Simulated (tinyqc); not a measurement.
Charge neutrality of a doped semiconductor with incomplete ionisation: one step, computed by the program tinyqc.

Energies are counted from the top of the valence band; E_D is measured down from the conduction band and E_A up from the valence band.

Question. Gap and effective densities of states. E_g = E_g0 - alpha T^2/(T + beta). N_c = 2 M_c (2 pi m_e k_B T/h^2)^(3/2) and N_v = 2 (2 pi m_h k_B T/h^2)^(3/2), masses in units of m_0. n_i = sqrt(N_c N_v) exp(-E_g/(2 k_B T)); E_i = E_g/2 + (k_B T/2) ln(N_v/N_c).

Inputs (values chosen for the exercise, modelled on silicon):
```
quantity              value  unit
gap at 0 K E_g0        1.16    eV
Varshni alpha      0.000468  eV/K
Varshni beta            643     K
electron mass m_e      0.33   m_0
valleys M_c               6     -
hole mass m_h         0.783   m_0
temperature T           100     K
```

Doping: n-type, compensated. Statistics of the bands: Fermi-Dirac.

Constants: m_0 = 9.1093837015e-31 kg; k_B = 1.380649e-23 J/K; h = 6.62607015e-34 J s; k_B = 8.617333262e-05 eV/K.

Give: gap E_g; N_c; N_v; k_B T; intrinsic density n_i; intrinsic level E_i.

Answer.

gap E_g = 1.154 eV

N_c = 5.493e+18 cm^-3

N_v = 3.346e+18 cm^-3

k_B T = 0.008617 eV

intrinsic density n_i = 3.632e-11 cm^-3

intrinsic level E_i = 0.5747 eV
